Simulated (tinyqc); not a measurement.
Worked calculation: empirical pseudopotential in a few plane waves. One step of it, computed by the program tinyqc.

Task: Levels at k. Diagonalise the Hermitian matrix.

H(k) at k (eV):
```
,+0+0+0,-1-1-1,-1-1+1,-1+1-1,-1+1+1,+1-1-1,+1-1+1,+1+1-1,+1+1+1,-2+0+0,+0-2+0,+0+0-2,+0+0+2,+0+2+0,+2+0+0
+0+0+0,2.585374,2.174273,-2.174273,-2.174273,-2.174273,-2.174273,-2.174273,-2.174273,2.174273,0.000000,0.000000,0.000000,0.000000,0.000000,0.000000
-1-1-1,2.174273,16.801444,0.000000,0.000000,-0.217691,0.000000,-0.217691,-0.217691,0.000000,-2.174273,-2.174273,-2.174273,-0.836999,-0.836999,-0.836999
-1-1+1,-2.174273,0.000000,12.713162,0.217691,0.000000,0.217691,0.000000,0.000000,-0.217691,-2.174273,-2.174273,0.836999,2.174273,-0.836999,-0.836999
-1+1-1,-2.174273,0.000000,0.217691,9.368204,0.000000,0.217691,0.000000,0.000000,-0.217691,-2.174273,0.836999,-2.174273,-0.836999,2.174273,-0.836999
-1+1+1,-2.174273,-0.217691,0.000000,0.000000,5.279923,0.000000,0.217691,0.217691,0.000000,2.174273,-0.836999,-0.836999,-2.174273,-2.174273,0.836999
+1-1-1,-2.174273,0.000000,0.217691,0.217691,0.000000,27.765471,0.000000,0.000000,-0.217691,0.836999,-2.174273,-2.174273,-0.836999,-0.836999,2.174273
+1-1+1,-2.174273,-0.217691,0.000000,0.000000,0.217691,0.000000,23.677190,0.217691,0.000000,-0.836999,2.174273,-0.836999,-2.174273,0.836999,-2.174273
+1+1-1,-2.174273,-0.217691,0.000000,0.000000,0.217691,0.000000,0.217691,20.332232,0.000000,-0.836999,-0.836999,2.174273,0.836999,-2.174273,-2.174273
+1+1+1,2.174273,0.000000,-0.217691,-0.217691,0.000000,-0.217691,0.000000,0.000000,16.243951,-0.836999,-0.836999,-0.836999,-2.174273,-2.174273,-2.174273
-2+0+0,0.000000,-2.174273,-2.174273,-2.174273,2.174273,0.836999,-0.836999,-0.836999,-0.836999,10.204444,0.217691,0.217691,-0.217691,-0.217691,0.000000
+0-2+0,0.000000,-2.174273,-2.174273,0.836999,-0.836999,-2.174273,2.174273,-0.836999,-0.836999,0.217691,28.601711,0.217691,-0.217691,0.000000,-0.217691
+0+0-2,0.000000,-2.174273,0.836999,-2.174273,-0.836999,-2.174273,-0.836999,2.174273,-0.836999,0.217691,0.217691,25.256753,0.000000,-0.217691,-0.217691
+0+0+2,0.000000,-0.836999,2.174273,-0.836999,-2.174273,-0.836999,-2.174273,0.836999,-2.174273,-0.217691,-0.217691,0.000000,17.080190,0.217691,0.217691
+0+2+0,0.000000,-0.836999,-0.836999,2.174273,-2.174273,-0.836999,0.836999,-2.174273,-2.174273,-0.217691,0.000000,-0.217691,0.217691,13.735232,0.217691
+2+0+0,0.000000,-0.836999,-0.836999,-0.836999,0.836999,2.174273,-2.174273,-2.174273,-2.174273,0.000000,-0.217691,-0.217691,0.217691,0.217691,32.132499
```

Give: eigenvalues.

Result:

eigenvalues (eV): -0.2167  3.7066  7.6229  8.5405  12.9213  14.1460  15.8055  16.7850  19.7903  20.1501  22.8619  25.4891  28.7367  30.9769  34.4617
